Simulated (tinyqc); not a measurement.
Charge needed for a dipole step.

Two sheets of opposite charge dd apart with permittivity ei give the step D = q N dd/(eps0 ei).

Parameters, values chosen for the exercise: relative permittivity inside the dipole layer ei = 9.5; thickness of the dipole layer dd = 0.18 nm.

Constants: q = 1.602176634e-19 C, eps0 = 8.8541878128e-14 F/cm where lengths are in cm. Results are converted to the units shown.

Result of one run:
```
N (cm^-2),D (V),field (MV/cm),"moment (debye/nm^2, 1 D = 3.33564e-30 C m)"
1.1e14,0.3771,20.95,9.510
```

What becomes of these results when the charge in each sheet N is changed from 1.1e14 to 2.7e12 cm^-2, all else the same?

Result of the changed run:
```
N (cm^-2),D (V),field (MV/cm),"moment (debye/nm^2, 1 D = 3.33564e-30 C m)"
2.7e12,0.009257,0.5143,0.2334
```

The whole series:
```
N (cm^-2),D (V),field (MV/cm),"moment (debye/nm^2, 1 D = 3.33564e-30 C m)"
1e12,0.003429,0.1905,0.08646
2.7e12,0.009257,0.5143,0.2334
6.8e12,0.02331,1.295,0.5879
1.7e13,0.05829,3.238,1.470
4.5e13,0.1543,8.571,3.891
1.1e14,0.3771,20.95,9.510
2.9e14,0.9943,55.24,25.07
```

D is proportional to N, 0.1 V for 2.92e13 cm^-2. The same sheet as an uncompensated charge under 1 nm of a dielectric of permittivity 3.9 would shift the flat band by 1.35 V, and that shift would grow with thickness, which a dipole step does not. For N = 1.1e14, 2.9e14 the field exceeds 20 MV/cm; it acts over one bond length, where the sheet picture is only a bookkeeping device.

Numbers from tinyqc (`OMP_NUM_THREADS=1 python tinyqc.py 2410148 2410149 out.jsonl`; about 0.01 s on one thread of a shared Intel Xeon 2.30GHz).
